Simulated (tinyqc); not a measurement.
Worked calculation: Pariser-Parr-Pople SCF with singles CI, for the molecule C1=CC2=CC=CC2=C1 (SMILES; centres numbered as the heavy atoms are written). Computed by tinyqc, a small Python program that keeps every step. Settings: charge = 0, gamma = MN, start = huckel, damping = 0, iteration cap = 86, excitations kept = 4. Command: `OMP_NUM_THREADS=1 python tinyqc.py 29471 29472 out.jsonl` (the two numbers bound the seeds that draw the settings). One thread of a shared host (Intel(R) Xeon(R) Processor @ 2.60GHz), about 0.01 s of CPU time with the checks. Later iterations appear only in the table of the cycle.

## PPP integrals

Centres (angstrom, eV; a flat drawing with bonds scaled to 1.40 angstrom):
```
centre          x          y  core charge z          W   gamma_rr
1C       2.154000   0.000000              1  12.640000  10.690000
2C       1.331000   1.133000              1  12.640000  10.690000
3C       0.000000   0.700000              1  12.640000  10.690000
4C      -1.331000   1.133000              1  12.640000  10.690000
5C      -2.154000   0.000000              1  12.640000  10.690000
6C      -1.331000  -1.133000              1  12.640000  10.690000
7C       0.000000  -0.700000              1  12.640000  10.690000
8C       1.331000  -1.133000              1  12.640000  10.690000
```

Resonance integrals (eV):
```
i  j       beta
1  2  -2.390000
2  3  -2.390000
3  4  -2.390000
4  5  -2.390000
5  6  -2.390000
6  7  -2.390000
7  8  -2.390000
8  1  -2.390000
7  3  -2.390000
```

Mataga-Nishimoto: gamma = 14.399645/(R + a), a = 2 x 14.399645/(gamma_rr + gamma_ss); H_rr = -W_r - sum_(s != r) z_s gamma_rs; H_rs = beta for bonds.

repulsion gamma_rs (eV):
```
           1C         2C         3C         4C         5C         6C         7C         8C
1C  10.690000   5.241221   3.986715   2.873281   2.546347   2.873281   3.986715   5.241221
2C   5.241221  10.690000   5.242562   3.591812   2.873281   2.973367   3.986292   3.985487
3C   3.986715   5.242562  10.690000   5.242562   3.986715   3.986292   5.241915   3.986292
4C   2.873281   3.591812   5.242562  10.690000   5.241221   3.985487   3.986292   2.973367
5C   2.546347   2.873281   3.986715   5.241221  10.690000   5.241221   3.986715   2.873281
6C   2.873281   2.973367   3.986292   3.985487   5.241221  10.690000   5.242562   3.591812
7C   3.986715   3.986292   5.241915   3.986292   3.986715   5.242562  10.690000   5.242562
8C   5.241221   3.985487   3.986292   2.973367   2.873281   3.591812   5.242562  10.690000
```

core matrix H (eV):
```
            1C          2C          3C          4C          5C          6C          7C          8C
1C  -39.388781   -2.390000    0.000000    0.000000    0.000000    0.000000    0.000000   -2.390000
2C   -2.390000  -40.534022   -2.390000    0.000000    0.000000    0.000000    0.000000    0.000000
3C    0.000000   -2.390000  -44.313052   -2.390000    0.000000    0.000000   -2.390000    0.000000
4C    0.000000    0.000000   -2.390000  -40.534022   -2.390000    0.000000    0.000000    0.000000
5C    0.000000    0.000000    0.000000   -2.390000  -39.388781   -2.390000    0.000000    0.000000
6C    0.000000    0.000000    0.000000    0.000000   -2.390000  -40.534022   -2.390000    0.000000
7C    0.000000    0.000000   -2.390000    0.000000    0.000000   -2.390000  -44.313052   -2.390000
8C   -2.390000    0.000000    0.000000    0.000000    0.000000    0.000000   -2.390000  -40.534022
```

## Starting guess

pi electrons, sum of z_r less the charge = 8

Orbitals of the Hueckel matrix of the beta values.

P at the start:
```
           1C         2C         3C         4C         5C         6C         7C         8C
1C   1.173210   0.649887  -0.210643  -0.057220   0.173210  -0.057220  -0.210643   0.649887
2C   0.649887   0.814617   0.524345   0.314617  -0.057220  -0.352050  -0.142321   0.147950
3C  -0.210643   0.524345   1.197556   0.524345  -0.210643  -0.142321   0.530889  -0.142321
4C  -0.057220   0.314617   0.524345   0.814617   0.649887   0.147950  -0.142321  -0.352050
5C   0.173210  -0.057220  -0.210643   0.649887   1.173210   0.649887  -0.210643  -0.057220
6C  -0.057220  -0.352050  -0.142321   0.147950   0.649887   0.814617   0.524345   0.314617
7C  -0.210643  -0.142321   0.530889  -0.142321  -0.210643   0.524345   1.197556   0.524345
8C   0.649887   0.147950  -0.142321  -0.352050  -0.057220   0.314617   0.524345   0.814617
```

## Iteration 1: Fock matrix

F_rr = H_rr + P_rr gamma_rr / 2 + sum_(s != r) P_ss gamma_rs; F_rs = H_rs - P_rs gamma_rs / 2; E = tr P (H + F) / 2 + core repulsion sum_(r<s) z_r z_s gamma_rs.

F (eV):
```
           1C         2C         3C         4C         5C         6C         7C         8C
1C  -7.361523  -4.093101   0.419888   0.082204  -0.220527   0.082204   0.419888  -4.093101
2C  -4.093101  -7.013058  -3.764457  -0.565022   0.082204   0.523387   0.283667  -0.294827
3C   0.419888  -3.764457  -7.244160  -3.764457   0.419888   0.283667  -3.781438   0.283667
4C   0.082204  -0.565022  -3.764457  -7.013058  -4.093101  -0.294827   0.283667   0.523387
5C  -0.220527   0.082204   0.419888  -4.093101  -7.361523  -4.093101   0.419888   0.082204
6C   0.082204   0.523387   0.283667  -0.294827  -4.093101  -7.013058  -3.764457  -0.565022
7C   0.419888   0.283667  -3.781438   0.283667   0.419888  -3.764457  -7.244160  -3.764457
8C  -4.093101  -0.294827   0.283667   0.523387   0.082204  -0.565022  -3.764457  -7.013058
```

pi energy = -114.267321 eV

## Iteration 1: orbitals and new P

Diagonalise F (the basis is taken as orthonormal) and form P = 2 sum c c over the lowest orbitals.

orbital energies (eV): -15.573282  -13.108728  -11.757754  -10.234279  -5.629822  -1.298517  -0.149607  0.488392

P after iteration 1:
```
           1C         2C         3C         4C         5C         6C         7C         8C
1C   1.147047   0.652780  -0.218387  -0.054287   0.157653  -0.054287  -0.218387   0.652780
2C   0.652780   0.833749   0.518544   0.328446  -0.054287  -0.348913  -0.142582   0.156390
3C  -0.218387   0.518544   1.185455   0.518544  -0.218387  -0.142582   0.540172  -0.142582
4C  -0.054287   0.328446   0.518544   0.833749   0.652780   0.156390  -0.142582  -0.348913
5C   0.157653  -0.054287  -0.218387   0.652780   1.147047   0.652780  -0.218387  -0.054287
6C  -0.054287  -0.348913  -0.142582   0.156390   0.652780   0.833749   0.518544   0.328446
7C  -0.218387  -0.142582   0.540172  -0.142582  -0.218387   0.518544   1.185455   0.518544
8C   0.652780   0.156390  -0.142582  -0.348913  -0.054287   0.328446   0.518544   0.833749
```

## Iteration 2: Fock matrix

As before.

F (eV):
```
           1C         2C         3C         4C         5C         6C         7C         8C
1C  -7.353977  -4.100681   0.435323   0.077991  -0.200720   0.077991   0.435323  -4.100681
2C  -4.100681  -7.032920  -3.749249  -0.589858   0.077991   0.518723   0.284188  -0.311646
3C   0.435323  -3.749249  -7.227748  -3.749249   0.435323   0.284188  -3.805768   0.284188
4C   0.077991  -0.589858  -3.749249  -7.032920  -4.100681  -0.311646   0.284188   0.518723
5C  -0.200720   0.077991   0.435323  -4.100681  -7.353977  -4.100681   0.435323   0.077991
6C   0.077991   0.518723   0.284188  -0.311646  -4.100681  -7.032920  -3.749249  -0.589858
7C   0.435323   0.284188  -3.805768   0.284188   0.435323  -3.749249  -7.227748  -3.749249
8C  -4.100681  -0.311646   0.284188   0.518723   0.077991  -0.589858  -3.749249  -7.032920
```

pi energy = -114.289806 eV

## Iteration 2: orbitals and new P

As before.

orbital energies (eV): -15.575264  -13.123185  -11.741027  -10.269427  -5.612694  -1.303503  -0.159223  0.489192

P after iteration 2:
```
           1C         2C         3C         4C         5C         6C         7C         8C
1C   1.142703   0.653554  -0.219400  -0.053516   0.152870  -0.053516  -0.219400   0.653554
2C   0.653554   0.837085   0.516680   0.332001  -0.053516  -0.348203  -0.142905   0.156881
3C  -0.219400   0.516680   1.183127   0.516680  -0.219400  -0.142905   0.543536  -0.142905
4C  -0.053516   0.332001   0.516680   0.837085   0.653554   0.156881  -0.142905  -0.348203
5C   0.152870  -0.053516  -0.219400   0.653554   1.142703   0.653554  -0.219400  -0.053516
6C  -0.053516  -0.348203  -0.142905   0.156881   0.653554   0.837085   0.516680   0.332001
7C  -0.219400  -0.142905   0.543536  -0.142905  -0.219400   0.516680   1.183127   0.516680
8C   0.653554   0.156881  -0.142905  -0.348203  -0.053516   0.332001   0.516680   0.837085
```

## Iteration 3: Fock matrix

As before.

F (eV):
```
           1C         2C         3C         4C         5C         6C         7C         8C
1C  -7.352679  -4.102711   0.437343   0.076883  -0.194630   0.076883   0.437343  -4.102711
2C  -4.102711  -7.036626  -3.744363  -0.596243   0.076883   0.517668   0.284832  -0.312623
3C   0.437343  -3.744363  -7.225455  -3.744363   0.437343   0.284832  -3.814585   0.284832
4C   0.076883  -0.596243  -3.744363  -7.036626  -4.102711  -0.312623   0.284832   0.517668
5C  -0.194630   0.076883   0.437343  -4.102711  -7.352679  -4.102711   0.437343   0.076883
6C   0.076883   0.517668   0.284832  -0.312623  -4.102711  -7.036626  -3.744363  -0.596243
7C   0.437343   0.284832  -3.814585   0.284832   0.437343  -3.744363  -7.225455  -3.744363
8C  -4.102711  -0.312623   0.284832   0.517668   0.076883  -0.596243  -3.744363  -7.036626
```

pi energy = -114.290796 eV

## Iteration 3: orbitals and new P

As before.

orbital energies (eV): -15.575733  -13.125468  -11.737370  -10.277152  -5.610092  -1.303254  -0.162288  0.488586

P after iteration 3:
```
           1C         2C         3C         4C         5C         6C         7C         8C
1C   1.141842   0.653835  -0.219429  -0.053239   0.151368  -0.053239  -0.219429   0.653835
2C   0.653835   0.837728   0.516021   0.332965  -0.053239  -0.348086  -0.143101   0.156677
3C  -0.219429   0.516021   1.182702   0.516021  -0.219429  -0.143101   0.544804  -0.143101
4C  -0.053239   0.332965   0.516021   0.837728   0.653835   0.156677  -0.143101  -0.348086
5C   0.151368  -0.053239  -0.219429   0.653835   1.141842   0.653835  -0.219429  -0.053239
6C  -0.053239  -0.348086  -0.143101   0.156677   0.653835   0.837728   0.516021   0.332965
7C  -0.219429  -0.143101   0.544804  -0.143101  -0.219429   0.516021   1.182702   0.516021
8C   0.653835   0.156677  -0.143101  -0.348086  -0.053239   0.332965   0.516021   0.837728
```

## Convergence

Stop when output and input P, before any damping, agree to 1e-7.

Course of the cycle:
```
iteration         E (eV)  largest |P(out) - P(in)|
1          -114.26732145                  2.62e-02
2          -114.28980561                  4.78e-03
3          -114.29079635                  1.50e-03
4          -114.29087089                  4.91e-04
5          -114.29087940                  1.88e-04
6          -114.29088055                  7.29e-05
7          -114.29088072                  2.81e-05
8          -114.29088074                  1.08e-05
9          -114.29088074                  4.15e-06
10         -114.29088074                  1.59e-06
11         -114.29088074                  6.10e-07
12         -114.29088074                  2.34e-07
13         -114.29088074                  8.94e-08
```

Converged in 13 iterations.

## Converged orbitals

Charges are z - P_rr.

orbital energies (eV): -15.575689  -13.126158  -11.735465  -10.279897  -5.609494  -1.302441  -0.163639  0.488743

coefficients:
```
         MO1        MO2        MO3        MO4        MO5        MO6        MO7        MO8
1C  0.282389   0.497723   0.000000   0.493248   0.000000   0.502266   0.420669   0.000000
2C  0.330341   0.355156   0.412764   0.115460   0.500000  -0.351943  -0.357133  -0.282180
3C  0.449452   0.000000   0.399063  -0.479629   0.000000   0.000000   0.260671   0.583737
4C  0.330341  -0.355156   0.412764   0.115460  -0.500000   0.351943  -0.357133  -0.282180
5C  0.282389  -0.497723   0.000000   0.493248   0.000000  -0.502266   0.420669   0.000000
6C  0.330341  -0.355156  -0.412764   0.115460   0.500000   0.351943  -0.357133   0.282180
7C  0.449452   0.000000  -0.399063  -0.479629   0.000000   0.000000   0.260671  -0.583737
8C  0.330341   0.355156  -0.412764   0.115460  -0.500000  -0.351943  -0.357133   0.282180
```

pi charges: 1C -0.141532, 2C 0.162068, 3C -0.182605, 4C 0.162068, 5C -0.141532, 6C 0.162068, 7C -0.182605, 8C 0.162068

## Singles CI, singlets

Over the 4 single excitations with the smallest orbital gaps: A = (e_a - e_i) delta + 2 (ia|jb) - (ij|ab), with (pq|rs) = sum c_mp c_mq gamma_mn c_nr c_ns. f = 2/3 w |mu|^2 in atomic units, mu = sqrt2 sum c_ia sum_m c_mi c_ma R_m.

singlet CI matrix (eV):
```
          4>5       3>5       2>5       4>6
4>5  0.452258  0.000000  0.000000  0.000000
3>5  0.000000  3.800974  0.000000  0.500844
2>5  0.000000  0.000000  4.674637  0.000000
4>6  0.000000  0.500844  0.000000  5.872778
```

singlet excitation energies (eV): 0.452258  3.686252  4.674637  5.987500

oscillator strengths: 0.000000  0.500690  0.529776  1.210239

## Singles CI, triplets

Over the 4 single excitations with the smallest orbital gaps: A = (e_a - e_i) delta - (ij|ab), with (pq|rs) = sum c_mp c_mq gamma_mn c_nr c_ns.

triplet CI matrix (eV):
```
          4>5       3>5       2>5       4>6
4>5  0.289991  0.000000  0.000000  0.000000
3>5  0.000000  1.037399  0.000000  0.076402
2>5  0.000000  0.000000  2.827263  0.000000
4>6  0.000000  0.076402  0.000000  4.147749
```

triplet excitation energies (eV): 0.289991  1.035524  2.827263  4.149624
